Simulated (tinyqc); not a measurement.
Avalanche multiplication and breakdown of a junction from ionisation integrals. Changing the hole prefactor a_p. Computed by tinyqc, a small Python program. Command: `OMP_NUM_THREADS=1 python tinyqc.py 3030851 3030852 out.jsonl impact sweep`. One thread of a shared host (Intel(R) Xeon(R) Processor @ 2.30GHz), about 0.03 s of CPU time with the checks.

Ionisation coefficients follow the local field. Position x runs through the depletion layer from the p side (x = 0), where electrons enter, to the n side (x = w), where holes enter. The built-in voltage is neglected.

Inputs (values chosen for the exercise, modelled on InP): electron prefactor a_n = 5.75e+06 1/cm; electron field b_n = 3.01e+06 V/cm; hole field b_p = 2.32e+06 V/cm; exponent c = 1; permittivity eps = 12.5; doping N of the lightly doped side = 3.5e+15 1/cm^3; bias as a fraction of the breakdown voltage = 0.92.

Junction: one-sided abrupt n+p.

Constants: e = 1.602176634e-19 C; eps_0 = 8.8541878128e-12 F/m.

Method:
- alpha_n = a_n exp(-(b_n/F)^c), alpha_p = a_p exp(-(b_p/F)^c).
- Field F = F_m (1 - s), w = eps eps_0 F_m/(e N), V = F_m w/2, with s = 1 - x/w (the peak lies at the n+ side).
- With Phi(x) = int_0^x (alpha_n - alpha_p) dx': 1 - 1/M_n = I_n = int_0^w alpha_n exp(-Phi) dx and M_p = M_n exp(-Phi(w)); trapezoid rule on 401 even points; breakdown at I_n = 1.
- Solve I_n(F_m) = 1.
- Bias V = fraction times the breakdown voltage.
- M_n = 1/(1 - I_n), M_p = M_n exp(-Phi(w)); McIntyre excess noise for the carrier with the larger M, F_x = k M + (1 - k)(2 - 1/M), with k = (smaller M - 1)/(larger M - 1).

One run for each value:
```
hole prefactor a_p (1/cm)  breakdown voltage (V)  effective k  excess noise factor    M_n
2.10e+04                                   308.1       0.0187                2.468  28.90
5.60e+04                                   287.2       0.0505                2.624  15.58
1.50e+05                                   263.8       0.1382                2.842   8.80
4.00e+05                                   238.4       0.3817                3.147   5.31
1.10e+06                                   210.5       0.9005                3.476   3.40
2.90e+06                                   183.5       0.3161                2.962   2.40
7.80e+06                                   157.0       0.1058                2.616   1.82
2.10e+07                                   133.0       0.0345                2.387   1.49
```

What does the table show, and why?

Over the rows, breakdown voltage (V) falls from 308 to 133 (exponent d ln y / d ln x -0.072 between the first rows and -0.17 between the last); effective k goes from 0.0187 through a maximum among these rows, 0.900 at 1.10e6, to 0.0345; excess noise factor goes from 2.47 through a maximum among these rows, 3.48 at 1.10e6, to 2.39. Breakdown needs feedback from both carriers; weakening one raises V_B much less than in proportion but changes the noise.

Extremes, crossings and ranges named in words are read from the listed rows.
